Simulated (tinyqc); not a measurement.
Composition of the buffer: band edges of strained Si(1-x)Ge(x) on relaxed Si(1-y)Ge(y).

Values are linear in the Ge fraction but for ED(x) = linear - CD x (1 - x) and a(x) = linear - Ca x (1 - x). Energies are on the common scale of Ev.

Coherent growth on a (110) face: e_par = (a(y) - a(x))/a(x), e_perp = -(C11 + 3 C12 - 2 C44)/(C11 + C12 + 2 C44) e_par; exx = eyy = (e_par + e_perp)/2, ezz = e_par, exy = (e_perp - e_par)/2, eyz = ezx = 0.

A valley with unit axis u lies at Ev + gap + (av + a_valley) tr(e) + Xu (u.e.u - tr(e)/3); the Delta axes are x, y, z and the L axes [111], [1-1-1], [-11-1], [-1-11]. The second-order shift of the Delta valleys under shear is left out; it lowers the pair normal to the sheared plane by tens of meV at a shear of 1 %.

Valence edges: Ev plus the levels of the 6 x 6 matrix of X, Y, Z times spin with -Dso/3 + l exx + m (eyy + ezz) on the diagonal (cyclic), n exy off it, l = av + 2 b, m = av - b, n = sqrt(3) d. Spin-orbit term (Dso/3) L.sigma on X, Y, Z with (L_k)_ij = -i epsilon_kij: <X+|H|Y+> = -i Dso/3, <X+|H|Z-> = Dso/3, <Y+|H|Z-> = -i Dso/3, <Z+|H|X-> = -Dso/3, <Z+|H|Y-> = i Dso/3, <X-|H|Y-> = i Dso/3, and their conjugates; + and - are the spin along z.

Values chosen for the exercise (end members near Si and Ge, in this order; shifted at random, so the results belong to these values and not to a real crystal):
- a = (5.432, 5.661) angstrom (lattice constant)
- Dso = (0.044, 0.294) eV (spin-orbit splitting)
- av = (2.47, 1.25) eV (valence hydrostatic potential)
- b = (-2.1, -2.55) eV (tetragonal shear potential)
- d = (-4.83, -5.37) eV (trigonal shear potential)
- C11 = (164.8, 129.2) GPa
- C12 = (64.1, 48.4) GPa
- C44 = (78.9, 67.2) GPa
- Ev = (0, 0.67) eV (top of the unstrained valence band)
- ED = (1.143, 0.929) eV (gap to the Delta valleys)
- EL = (2.047, 0.732) eV (gap to the L valleys)
- aD = (1.66, 1.41) eV (hydrostatic potential of the Delta gap)
- aL = (-3.14, -2.69) eV (hydrostatic potential of the L gap)
- XuD = (8.92, 9.56) eV (uniaxial potential, Delta)
- XuL = (15.53, 14.89) eV (uniaxial potential, L)
- CD = 0.227 eV (bowing of the Delta gap)
- Ca = 0 angstrom (bowing of the lattice constant)
- face = 110 (growth face)
- x = 0.33 (Ge fraction of the layer)

The layer is kept. dEc = Ec(buffer) - Ec(layer), dEv = Ev(layer) - Ev(buffer); buffer edges Ev(y) and Ev(y) + min(ED, EL). The digit behind Delta or L counts whole valleys.

Results:
```
y,e_par (%),lowest valleys,gap (eV),next valleys above (meV),valence splitting (meV),dEc (eV),dEv (eV)
0.00,-1.37,Delta2,0.870,94,63,0.037,0.236
0.13,-0.83,Delta2,0.930,57,49,0.017,0.143
0.25,-0.33,Delta2,0.985,23,24,0.005,0.057
0.38,0.21,Delta4,1.013,14,18,0.013,-0.017
0.50,0.71,Delta4,0.984,48,68,0.048,-0.053
0.63,1.25,Delta4,0.947,85,127,0.094,-0.086
0.75,1.75,Delta4,0.910,119,184,0.143,-0.113
0.88,2.29,Delta4,0.869,156,246,0.163,-0.142
```

What does the comparison show, and why?

The gap is 0.870 eV in the first row and 0.869 eV in the last, with its largest listed value, 1.013 eV, at y = 0.38: it peaks near the match y = x, since strain of either sign narrows it. The lowest valleys change: Delta2 to Delta4 between y = 0.25 and 0.38. Per 0.1 of y the valence offset moves by -43 meV on average; the conduction offset lies between +5 and +163 meV, not monotonically. Both carriers sit on one side for y = 0.00, 0.13 and 0.25, and on opposite sides elsewhere. Offsets below about 30 meV are within the spread of parameter sets, so those rows do not settle the type. Strains above 2 % can be kept only in layers of a few nanometres.

tinyqc: `OMP_NUM_THREADS=1 python tinyqc.py 1051546 1051547 out.jsonl`; about 0.01 s, one thread, shared Intel(R) Xeon(R) Processor @ 2.30GHz.
